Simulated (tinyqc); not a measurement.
Weibull analysis of times to dielectric breakdown, with area scaling: one step of the calculation.

Breakdown times follow F(t) = 1 - exp(-(t/t63)^beta). The 9 times below were drawn at random from beta = 1.8, t63 = 25 s and are treated as data; all samples failed.

Problem. Straight-line fit. Least squares of W on ln t: beta = sum (x - mean x)(W - mean W)/sum (x - mean x)^2 with x = ln t, and ln t63 = mean x - mean W/beta.

Parameters, values chosen for the exercise:
- t63 = 25 s (characteristic time of a test capacitor)
- beta = 1.8 (Weibull slope)

| i | W | ln t |
|---|---|---|
| 1 | -2.5589408 | 2.6810215 |
| 2 | -1.6119944 | 2.7972813 |
| 3 | -1.0829294 | 3.1570004 |
| 4 | -0.6926603 | 3.1654750 |
| 5 | -0.3665129 | 3.2846636 |
| 6 | -0.0700182 | 3.3638416 |
| 7 | 0.2211078 | 3.3911470 |
| 8 | 0.5365410 | 3.4873751 |
| 9 | 0.9545050 | 3.5025499 |

Find: beta; t63.

Solution.

beta = 3.6903
t63 = 28.332 s

beta is 2.05 times the value that made the data and t63 13 % above it.

Program tinyqc, `OMP_NUM_THREADS=1 python tinyqc.py 2070061 2070062 out.jsonl`; Intel Xeon 2.30GHz, shared host, one thread, about 0.01 s.
